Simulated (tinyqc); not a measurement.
Schottky emission and Poole-Frenkel conduction in an insulator, and how to tell them apart: one step of the calculation.

Schottky emission (electrode-limited): J = As T^2 exp[-(pb - b sqrt(F))/Vt], b = sqrt(q/(4 pi eps0 ei)). Poole-Frenkel emission (bulk-limited): J = s0 F exp[-(pt - 2 b sqrt(F))/Vt]. F in V/cm.

Question. Both currents at one field. Lowerings b sqrt(F) and 2 b sqrt(F); the image-force maximum lies at sqrt(q/(16 pi eps0 ei F)) from the electrode.

Values chosen for this exercise; dielectric values close to those of silicon nitride:
- T = 300 K (temperature)
- ei = 4.1 (high-frequency relative permittivity)
- pt = 1.03 eV (trap depth)
- s0 = 0.12 S/cm (Poole-Frenkel prefactor)
- pb = 1.03 eV (electrode barrier)
- As = 61 A/(cm^2 K^2) (Richardson constant)
- F = 1.5 MV/cm (field)

Constants: q = 1.602176634e-19 C, kB = 1.380649e-23 J/K, Vt = kB T/q, eps0 = 8.8541878128e-14 F/cm where lengths are in cm. Results are converted to the units shown.

Find: Schottky lowering; position of the barrier top; Poole-Frenkel lowering; J, Schottky; J, Poole-Frenkel.

Answer.

Schottky lowering = 229.5 meV
position of the barrier top = 0.7651 nm
Poole-Frenkel lowering = 459.0 meV
J, Schottky = 1.960e-7 A/cm^2
J, Poole-Frenkel = 4.610e-5 A/cm^2

Injection and bulk transport act in series, so the smaller capacity limits the current: here the electrode, by a factor of 235.

Range of the model: At the field F a Fowler-Nordheim estimate for tunnelling through pb (mass 0.4 m0) gives 7.1e-7 A/cm^2, more than Schottky emission.

Program tinyqc, `OMP_NUM_THREADS=1 python tinyqc.py 2370153 2370154 out.jsonl`; Intel Xeon 2.30GHz, shared host, one thread, about 0.01 s.
